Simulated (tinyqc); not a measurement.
Programming of a floating-gate cell by Fowler-Nordheim tunnelling: two steps of the calculation.

Per tunnel area the floating gate has Ctun = 3.9 eps0/tox to the channel (0 V) and Ccg to the control gate, Ct = Ctun/(1 - ag), no other coupling. With the threshold shift U = -Q/Ccg the field is F = ag (Vg - U)/tox, and dU/dt = J/Ccg. Fowler-Nordheim: J = A F^2 exp(-B/F), A = q^2/(16 pi^2 hbar mo phi) (times 1e14 for A/cm^2 with F in V/nm, emitter mass m0), B = (4/3) sqrt(mo/C) phi^1.5, C = hbar^2/(2 m0).

Values chosen for this exercise; oxide values close to those of silicon dioxide:
- phi = 3.15 eV (tunnel barrier)
- mo = 0.49 m0 (tunnelling mass)
- tox = 7 nm (tunnel oxide thickness)
- ag = 0.54 (coupling ratio Ccg/Ct)
- ar = 1900 nm^2 (tunnel area)
- Vt0 = -1.4 V (threshold shift at the start)
- Vg = 12.6 V (control-gate voltage)
- dt = 46 us (time step)
- n = 9 (steps)

Constants: q = 1.602176634e-19 C, hbar = 1.054571817e-34 J s, m0 = 9.1093837015e-31 kg, eps0 = 8.8541878128e-14 F/cm where lengths are in cm, hbar^2/(2 m0) = 0.0380998212 eV nm^2. Results are converted to the units shown.

Problem 1. Constants of the cell. A, B, Ccg = ag Ct, the starting field and current, K = A B ag/(Ccg tox), and the knee time t0 = exp(B/F(0))/K.

Wanted: A; B; Ccg; F(0); J(0); K; t0; electrons for 1 V of shift.

Solution 1.

A = 9.9866e7 A cm^-2 (V/nm)^-2
B = 26.733 V/nm
Ccg = 0.57910 uF/cm^2
F(0) = 1.0800 V/nm
J(0) = 0.0020722 A/cm^2
K = 3.5563e14 1/s
t0 = 158.06 us
electrons for 1 V of shift = 68.674

Problem 2. Explicit time steps against the exact solution. U(new) = U + dt J(F(U))/Ccg. Exact: exp(B/F(t)) = exp(B/F(0)) + K t, K = A B ag/(Ccg tox), and U = Vg - tox F/ag.

Find: t; F; J; U by steps; U exact.

Solution 2.

```
step  t (us)  F (V/nm)  J (A/cm^2)  U by steps (V)  U exact (V)
0          0     1.080    0.002072          -1.400       -1.400
1      46.00     1.067    0.001508          -1.235       -1.257
2      92.00     1.058    0.001191          -1.116       -1.145
3      138.0     1.051    9.853e-4          -1.021       -1.054
4      184.0     1.045    8.408e-4          -0.943       -0.977
5      230.0     1.040    7.334e-4          -0.876       -0.910
6      276.0     1.035    6.502e-4          -0.818       -0.851
7      322.0     1.031    5.840e-4          -0.766       -0.799
8      368.0     1.028    5.298e-4          -0.720       -0.751
9      414.0     1.024    4.848e-4          -0.678       -0.708
```

Range of the model: Programming fields of 10 MV/cm and more wear the oxide; trapping and the channel potential are ignored.

Numbers from tinyqc (`OMP_NUM_THREADS=1 python tinyqc.py 2130041 2130042 out.jsonl`; about 0.01 s on one thread of a shared Intel Xeon 2.30GHz).
